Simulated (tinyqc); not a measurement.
## Zero-field depth and permittivity from two fields

Question. The apparent depth of a Coulomb trap is Et - sqrt(q F/(pi eps0 eps_r)). Find Et and eps_r.

Constants: q = 1.602176634e-19 C, eps0 = 8.8541878128e-14 F/cm where lengths are in cm. Results are converted to the units shown.

apparent depth at F = 3.2 and 13 kV/cm (eV): [0.29611481, 0.28201350]

Solution. The depth is linear in sqrt(F): the intercept is Et and the slope -sqrt(q/(pi eps0 eps_r)).

Et = 0.3100 eV
eps_r = 9.560

Program tinyqc, `OMP_NUM_THREADS=1 python tinyqc.py 2050070 2050071 out.jsonl`; Intel Xeon 2.30GHz, shared host, one thread, about 0.01 s.
